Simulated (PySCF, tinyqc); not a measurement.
RHF in the sto-3g basis, for H6, spin multiplicity 1, step by step. The lowest restricted solution is unstable here: a spin-polarised one lies 0.0294 hartree lower (PySCF). One step of it, computed by the program tinyqc.

Problem. Iteration 1: building the Fock matrix. J_ij = sum D_kl (ij|kl), K_ij = sum D_kl (ik|jl); F = H + J - 0.5 K; E = tr D H + tr D J / 2 - 0.25 tr D K + E_nn.

D at the start, lower triangle:
```
           1H 1s      2H 1s      3H 1s     4H 1s     5H 1s     6H 1s
1H 1s   0.184739
2H 1s   0.484835   1.298522
3H 1s   0.026780   0.214308   0.900900
4H 1s  -0.173707  -0.385843   0.598415  0.900900
5H 1s   0.087057   0.107783  -0.385843  0.214308  1.298522
6H 1s   0.051857   0.087057  -0.173707  0.026780  0.484835  0.184739
```

core Hamiltonian H = T + V (hartree), lower triangle:
```
           1H 1s      2H 1s      3H 1s      4H 1s      5H 1s      6H 1s
1H 1s  -1.337436
2H 1s  -0.653881  -1.555937
3H 1s  -0.038505  -0.352329  -1.655913
4H 1s  -0.002111  -0.039825  -0.722006  -1.655913
5H 1s  -0.000012  -0.000626  -0.039825  -0.352329  -1.555937
6H 1s   0.000000  -0.000012  -0.002111  -0.038505  -0.653881  -1.337436
```

Two-electron integrals (ij|kl) in chemists' order, unique and non-zero (hartree):
```
(11|11) 0.774606   (21|11) 0.201804   (21|21) 0.074170   (22|11) 0.398663
(22|21) 0.201804   (22|22) 0.774606   (31|11) 0.006313   (31|21) 0.002788
(31|22) 0.009539   (31|31) 0.000144   (32|11) 0.045413   (32|21) 0.022355
(32|22) 0.089826   (32|31) 0.001464   (32|32) 0.017325   (33|11) 0.175506
(33|21) 0.079299   (33|22) 0.300998   (33|31) 0.006313   (33|32) 0.089826
(33|33) 0.774606   (41|11) 0.000210   (41|21) 0.000099   (41|22) 0.000378
(41|31) 0.000006   (41|32) 0.000073   (41|33) 0.000378   (41|41) 3.15e-07
(42|11) 0.003473   (42|21) 0.001623   (42|22) 0.006313   (42|31) 0.000115
(42|32) 0.001464   (42|33) 0.009539   (42|41) 0.000006   (42|42) 0.000144
(43|11) 0.051328   (43|21) 0.022140   (43|22) 0.079299   (43|31) 0.001623
(43|32) 0.022355   (43|33) 0.201804   (43|41) 0.000099   (43|42) 0.002788
(43|43) 0.074170   (44|11) 0.123438   (44|21) 0.051328   (44|22) 0.175506
(44|31) 0.003473   (44|32) 0.045413   (44|33) 0.398663   (44|41) 0.000210
(44|42) 0.006313   (44|43) 0.201804   (44|44) 0.774606   (51|11) 6.04e-07
(51|21) 2.72e-07   (51|22) 1.02e-06   (51|31) 2.00e-08   (51|32) 2.63e-07
(51|33) 1.91e-06   (51|42) 2.77e-08   (51|43) 5.69e-07   (51|44) 1.29e-06
(52|11) 0.000032   (52|21) 0.000014   (52|22) 0.000050   (52|31) 1.00e-06
(52|32) 0.000013   (52|33) 0.000110   (52|41) 5.96e-08   (52|42) 1.60e-06
(52|43) 0.000040   (52|44) 0.000110   (52|52) 2.26e-08   (53|11) 0.002094
(53|21) 0.000866   (53|22) 0.002946   (53|31) 0.000058   (53|32) 0.000750
(53|33) 0.006313   (53|41) 3.43e-06   (53|42) 0.000097   (53|43) 0.002788
(53|44) 0.009539   (53|51) 2.00e-08   (53|52) 1.60e-06   (53|53) 0.000144
(54|11) 0.018478   (54|21) 0.007462   (54|22) 0.024627   (54|31) 0.000473
(54|32) 0.005821   (54|33) 0.045413   (54|41) 0.000027   (54|42) 0.000750
(54|43) 0.022355   (54|44) 0.089826   (54|51) 1.54e-07   (54|52) 0.000013
(54|53) 0.001464   (54|54) 0.017325   (55|11) 0.087757   (55|21) 0.034630
(55|22) 0.111218   (55|31) 0.002094   (55|32) 0.024627   (55|33) 0.175506
(55|41) 0.000114   (55|42) 0.002946   (55|43) 0.079299   (55|44) 0.300998
(55|51) 6.04e-07   (55|52) 0.000050   (55|53) 0.006313   (55|54) 0.089826
(55|55) 0.774606   (61|33) 1.02e-08   (61|44) 1.02e-08   (62|11) 4.25e-07
(62|21) 1.77e-07   (62|22) 6.04e-07   (62|31) 1.19e-08   (62|32) 1.54e-07
(62|33) 1.29e-06   (62|42) 2.00e-08   (62|43) 5.69e-07   (62|44) 1.91e-06
(62|53) 2.77e-08   (62|54) 2.63e-07   (62|55) 1.02e-06   (63|11) 0.000086
(63|21) 0.000035   (63|22) 0.000114   (63|31) 2.20e-06   (63|32) 0.000027
(63|33) 0.000210   (63|41) 1.25e-07   (63|42) 3.43e-06   (63|43) 0.000099
(63|44) 0.000378   (63|52) 5.96e-08   (63|53) 0.000006   (63|54) 0.000073
(63|55) 0.000378   (63|63) 3.15e-07   (64|11) 0.001627   (64|21) 0.000646
(64|22) 0.002094   (64|31) 0.000040   (64|32) 0.000473   (64|33) 0.003473
(64|41) 2.20e-06   (64|42) 0.000058   (64|43) 0.001623   (64|44) 0.006313
(64|51) 1.19e-08   (64|52) 1.00e-06   (64|53) 0.000115   (64|54) 0.001464
(64|55) 0.009539   (64|62) 2.00e-08   (64|63) 0.000006   (64|64) 0.000144
(65|11) 0.027995   (65|21) 0.010923   (65|22) 0.034630   (65|31) 0.000646
(65|32) 0.007462   (65|33) 0.051328   (65|41) 0.000035   (65|42) 0.000866
(65|43) 0.022140   (65|44) 0.079299   (65|51) 1.77e-07   (65|52) 0.000014
(65|53) 0.001623   (65|54) 0.022355   (65|55) 0.201804   (65|62) 2.72e-07
(65|63) 0.000099   (65|64) 0.002788   (65|65) 0.074170   (66|11) 0.072470
(66|21) 0.027995   (66|22) 0.087757   (66|31) 0.001627   (66|32) 0.018478
(66|33) 0.123438   (66|41) 0.000086   (66|42) 0.002094   (66|43) 0.051328
(66|44) 0.175506   (66|51) 4.25e-07   (66|52) 0.000032   (66|53) 0.003473
(66|54) 0.045413   (66|55) 0.398663   (66|62) 6.04e-07   (66|63) 0.000210
(66|64) 0.006313   (66|65) 0.201804   (66|66) 0.774606
```

nuclear repulsion = 3.16340026 hartree

Give: Coulomb J; exchange K; Fock matrix F; total energy of this density.

Solution.

Coulomb J (hartree), lower triangle:
```
       1H 1s  2H 1s  3H 1s  4H 1s  5H 1s  6H 1s
1H 1s  1.365
2H 1s  0.587  2.036
3H 1s  0.031  0.346  2.145
4H 1s  0.002  0.034  0.735  2.145
5H 1s  0.000  0.000  0.034  0.346  2.036
6H 1s  0.000  0.000  0.002  0.031  0.587  1.365
```

exchange K (hartree), lower triangle:
```
        1H 1s  2H 1s   3H 1s  4H 1s  5H 1s  6H 1s
1H 1s   0.437
2H 1s   0.537  1.267
3H 1s   0.065  0.271   1.048
4H 1s  -0.025  0.006   0.627  1.048
5H 1s   0.007  0.003   0.006  0.271  1.267
6H 1s   0.009  0.007  -0.025  0.065  0.537  0.437
```

Fock matrix F (hartree), lower triangle:
```
        1H 1s   2H 1s   3H 1s   4H 1s   5H 1s   6H 1s
1H 1s  -0.191
2H 1s  -0.335  -0.153
3H 1s  -0.040  -0.141  -0.035
4H 1s   0.012  -0.009  -0.300  -0.035
5H 1s  -0.004  -0.002  -0.009  -0.141  -0.153
6H 1s  -0.004  -0.004   0.012  -0.040  -0.335  -0.191
```

total energy of this density = -2.61474 hartree
